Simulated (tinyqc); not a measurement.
Valence-band offset from core levels (Kraut method), with the dipole against the affinity rule: one step of the calculation.

Binding energies are counted downwards from the Fermi level. dEv > 0 means that the valence edge of B lies below that of A, dEc > 0 that the conduction edge of B lies above that of A; dEc + dEv = EgB - EgA. The spectra are made-up values treated as data.

Task. Interface dipole. The affinity rule gives dEc(0) = chiA - chiB; the dipole step is D = dEc - dEc(0), and two sheets of opposite charge dd apart hold N = eps0 ei |D|/(q dd).

Inputs (values chosen for the exercise); gaps and affinities close to those of 4H silicon carbide (A) and zirconium oxide (B): electron affinity of A chiA = 3.59 eV; electron affinity of B chiB = 2.51 eV; relative permittivity inside the dipole layer ei = 7; thickness of the dipole layer dd = 0.3 nm.

Constants: q = 1.602176634e-19 C, eps0 = 8.8541878128e-14 F/cm where lengths are in cm. Results are converted to the units shown.

dEc = 1.6805376 eV

Find: dEc(0); D; N; field in the dipole layer.

Result.

dEc(0) = 1.080 eV
D = 0.6005 eV
N = 7.744e13 cm^-2
field in the dipole layer = 20.02 MV/cm

N is 0.11 elementary charges for each of about 7e14 surface atoms per cm^2.

tinyqc, about 0.01 s, one thread, Intel Xeon 2.30GHz (shared host): `OMP_NUM_THREADS=1 python tinyqc.py 2410155 2410156 out.jsonl`
